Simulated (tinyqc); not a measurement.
Effective-mass impurity with a central-cell term, in a basis of Slater functions: one step, computed by the program tinyqc.

The envelope obeys H = -nabla^2 - (2/r) [Z + A exp(-kappa r)] in effective units, with kappa = a*/lambda; positive A deepens the well near the core.

Question. Generalised eigenproblem. (T + V + W) c = E S c with c^T S c = 1 and the largest component positive.

Impurity: donor, one isotropic band.

kinetic T (Ry*):
```
           1          2
1     0.2601  0.4974789
2  0.4974789   2.039184
```

Coulomb V (Ry*):
```
           1          2
1      -2.04  -2.647647
2  -2.647647     -5.712
```

central cell W (Ry*):
```
             1           2
1  -0.03413580  -0.1408517
2   -0.1408517  -0.5856142
```

overlap S:
```
          1         2
1  1.000000  0.683087
2  0.683087  1.000000
```

Give: two lowest levels; coefficients of the lowest state; <T>; <W>.

Answer.

two lowest levels (Ry*): -4.481  -1.036

coefficients of the lowest state: -0.348  1.205

<T> = 2.574 Ry*

<W> = -0.7361 Ry*
